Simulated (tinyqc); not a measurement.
Worked calculation: ion implantation: universal nuclear stopping, Lindhard-Scharff electronic stopping and a Gaussian range profile. Computed by tinyqc, a small Python program that keeps every step. Command: `OMP_NUM_THREADS=1 python tinyqc.py 3022247 3022248 out.jsonl implant walk`. One thread of a shared host (Intel(R) Xeon(R) Processor @ 2.30GHz), about 0.09 s of CPU time with the checks. Intermediate numbers are printed to about 6 digits and carried at full precision; extremes and crossings named in words are read from the listed rows.

An ion slows by elastic collisions with screened nuclei and by friction with electrons; channelling is ignored and the target is uniform.

Inputs (values chosen for the exercise, modelled on oxygen ions in germanium): ion atomic number Z1 = 8; ion mass M1 = 16 u; target atomic number Z2 = 32; target mass M2 = 72.63 u; target density N = 44.2 1/nm^3; ion energy E = 44 keV; scale factor of electronic stopping k = 1.5; dose Q = 4.8e+13 1/cm^2; background C_B = 8.3e+15 1/cm^3; displacement energy E_d = 15 eV; tilt angle = 30 degrees; screen thickness d = 8.4 nm.

Follow-up: tilt and screen oxide.

## Stopping at the entry energy

Reduced energy eps = 32.53 M2 E/(Z1 Z2 (M1 + M2)(Z1^0.23 + Z2^0.23)), E in keV; s_n = ln(1 + 1.1383 eps)/(2 (eps + 0.01321 eps^0.21226 + 0.19593 eps^0.5)) for eps up to 30 and ln(eps)/(2 eps) above; S_n = 8.462 Z1 Z2 M1 s_n/((M1 + M2)(Z1^0.23 + Z2^0.23)) in 1e-15 eV cm^2. S_e = k 3.83 Z1^(7/6) Z2/(Z1^(2/3) + Z2^(2/3))^(3/2) sqrt(E/M1) in 1e-15 eV cm^2, E in keV. dE/dx = N (S_n + S_e); 1e-15 eV cm^2 = 0.1 eV nm^2.

reduced energy eps = 1.19553

s_n = 0.301736

S_n = 30.7898 x 1e-15 eV cm^2

S_e = 65.2885 x 1e-15 eV cm^2

energy loss dE/dx = 424.666 eV/nm

Electronic stopping carries 68 % of the loss at entry.

## Range and straggle

Path length R = int_0^E dE'/(N (S_n + S_e)); energy lost to nuclei nu = int_0^E S_n/(S_n + S_e) dE' (both with E' = E y^3 and 64 Gauss-Legendre points in y). Estimates of Lindhard type: R_p = R/(1 + M2/(3 M1)), straggle dR_p = (2/3) R_p sqrt(M1 M2)/(M1 + M2).

path length R = 142.773 nm

projected range R_p = 56.8111 nm

straggle dR_p = 14.5673 nm

energy lost to nuclei nu = 20.0323 keV

46 % of the energy goes to nuclei over the whole path. Caution: the estimates of R_p and dR_p assume mainly nuclear stopping and an ion not much lighter than the target; here they are rough, and for light ions in heavy targets the straggle can be low by a factor of two or more.

## Gaussian profile

C(x) = C_p exp(-(x - R_p)^2/(2 dR_p^2)) with C_p = Q/(sqrt(2 pi) dR_p), 1 nm = 1e-7 cm; the profile falls to the background at x_j = R_p + dR_p sqrt(2 ln(C_p/C_B)); the peak atomic fraction is C_p/N.

peak concentration C_p = 1.31453e+19 1/cm^3

Depth x_j where C falls to C_B = 112.730 nm

peak atomic fraction = 2.97406e-04

## Damage

Kinchin-Pease count with efficiency 0.8: N_d = 0.8 nu/(2 E_d), taking all of nu as damage energy (an upper estimate, as recoils also lose energy to electrons). Spread over a depth R_p + dR_p, displacements per atom = Q N_d/(N (R_p + dR_p)).

displacements per ion N_d = 534.194

displacements per atom = 0.0812739

One displacement per atom would need a dose of 5.9e14 per cm^2 if no defects annealed.

## Tilt and screen

Depths scale with cos(tilt): R_p cos and dR_p cos (lateral straggle ignored); the screen stops like the target. Fraction in the substrate = (1/2) erfc((d - R_p cos)/(sqrt2 dR_p cos)); peak depth below the screen = R_p cos - d.

fraction in the substrate = 0.999390

peak depth below the screen = 40.7999 nm

0.061 % of the dose does not reach the substrate.

## Nuclear against electronic stopping over energy

The formulas are those given above.

Stopping (1e-15 eV cm^2) and range:
```
E (keV)          eps      S_n      S_e   R (nm)      nu/E
1        2.71710e-02  23.6861    9.843   12.441  0.729602
2        5.43420e-02  28.5832   13.920   18.353  0.709071
5        1.35855e-01  33.8521   22.009   31.992  0.665553
10       2.71710e-01  35.8187   31.125   50.296  0.616827
20       5.43420e-01  35.1256   44.017   81.098  0.551349
50       1.35855e+00  29.7867   69.598  156.662  0.437829
100      2.71710e+00  23.5248   98.426  258.726  0.338396
200      5.43420e+00  17.0255  139.196  421.332  0.241050
500      1.35855e+01   9.9730  220.087  772.828  0.136798
```

Nuclear stopping peaks near 10 keV among these rows (eps = 0.27; the universal curve peaks near 0.3). Electronic stopping overtakes it between 10 and 20 keV. The path length grows as E^0.56 at the low end and E^0.66 at the high end; constant stopping would give E^1, and stopping that rises with E, be it nuclear (below its peak) or electronic, gives a lower exponent.

Checks made by the program: range against adaptive quadrature (relative difference 1e-06).
